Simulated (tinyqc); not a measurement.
Hubbard chain of 5 sites, step by step. Computed by tinyqc, a small Python program that keeps every step. Settings: hopping = 1.79, U = 3.0, mixing = 0.2, iteration cap = 75. Command: `OMP_NUM_THREADS=1 python tinyqc.py 29091 29092 out.jsonl` (the two numbers bound the seeds that draw the settings). One thread of a shared host (Intel(R) Xeon(R) Processor @ 2.60GHz), about 0.2 s of CPU time with the checks.

one-body matrix (hopping and site energies) (eV):
```
           1          2          3          4          5
1   0.000000  -1.790000   0.000000   0.000000   0.000000
2  -1.790000   0.000000  -1.790000   0.000000   0.000000
3   0.000000  -1.790000   0.000000  -1.790000   0.000000
4   0.000000   0.000000  -1.790000   0.000000  -1.790000
5   0.000000   0.000000   0.000000  -1.790000   0.000000
```

U = 3.000000 eV

electrons, up and down: 3  2

n(up) at the start (a guess, not normalised): 1 0.650000, 2 0.550000, 3 0.650000, 4 0.550000, 5 0.650000

n(down) at the start (a guess): 1 0.350000, 2 0.450000, 3 0.350000, 4 0.450000, 5 0.350000

Each step fills the lowest levels of T + U n(other spin) and sets n(new) = n + mixing (n(out) - n); stop when output and input agree to 1e-8.

Course of the cycle:
```
iteration       E (eV)  largest |n(out) - n(in)|  mean |n_up - n_down|
1          -6.33792573                  8.30e-02              0.252732
2          -6.34918610                  7.44e-02              0.265543
3          -6.35849481                  6.68e-02              0.277159
4          -6.36617987                  6.00e-02              0.287682
5          -6.37251632                  5.39e-02              0.297210
6          -6.37773438                  4.85e-02              0.305829
7          -6.38202645                  4.37e-02              0.313622
8          -6.38555300                  3.94e-02              0.320665
9          -6.38844762                  3.55e-02              0.327028
10         -6.39082130                  3.20e-02              0.332774
11         -6.39276611                  2.88e-02              0.337962
...                ...                       ...                   ...
65         -6.40143579                  1.06e-04              0.385427
66         -6.40143581                  9.57e-05              0.385444
67         -6.40143583                  8.63e-05              0.385460
68         -6.40143585                  7.77e-05              0.385474
69         -6.40143586                  7.01e-05              0.385486
70         -6.40143587                  6.32e-05              0.385497
71         -6.40143588                  5.69e-05              0.385508
72         -6.40143588                  5.13e-05              0.385517
73         -6.40143589                  4.62e-05              0.385525
74         -6.40143589                  4.17e-05              0.385533
75         -6.40143590                  3.76e-05              0.385540
```

Can the last value be used, and what does the course show?

Not by the stop rule, although the second column moves by less than 1e-07 over the last three steps. Not converged within 75 iterations: the residual falls steadily but slowly, by a factor of about 0.90 a step. The lowest mean-field energy found from random starts is -6.40144 eV. Reruns (cap 100 unless said): mixing 0.5: converged in 58 (E = -6.40144); mixing 0.9: converged in 29 (E = -6.40144); the original settings with a cap of 400: converged in 155 (E = -6.40144).
